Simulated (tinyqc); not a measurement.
## Electron density from the centroid

Problem. In the Fang-Howard model the centroid is 3/b with b^3 = 6 (mz1/C) q (Nd + 11 Ns/32)/(eps0 eps_r), C = hbar^2/(2 m0), the field in eV/nm. Find b and Ns.

Inputs (values chosen for the exercise); masses and permittivity close to those of silicon (111):
```
symbol,value,unit,meaning
eps_r,11.5,,relative permittivity
mz1,0.254,m0,mass along z of valley set A (6 valley(s))
Nd,3.9e12,cm^-2,sheet density of depletion charge
```

Constants: q = 1.602176634e-19 C, hbar = 1.054571817e-34 J s, m0 = 9.1093837015e-31 kg, eps0 = 8.8541878128e-14 F/cm where lengths are in cm, hbar^2/(2 m0) = 0.0380998212 eV nm^2. Results are converted to the units shown.

centroid = 2.1946781 nm

Answer. b = 3/centroid gives Nd + 11 Ns/32, from which the depletion charge is taken off.

b = 1.367 1/nm
Ns = 4.600e11 cm^-2

Computed by the program tinyqc: `OMP_NUM_THREADS=1 python tinyqc.py 2160023 2160024 out.jsonl`, one thread of a shared Intel Xeon 2.30GHz, about 0.4 s for the whole run.
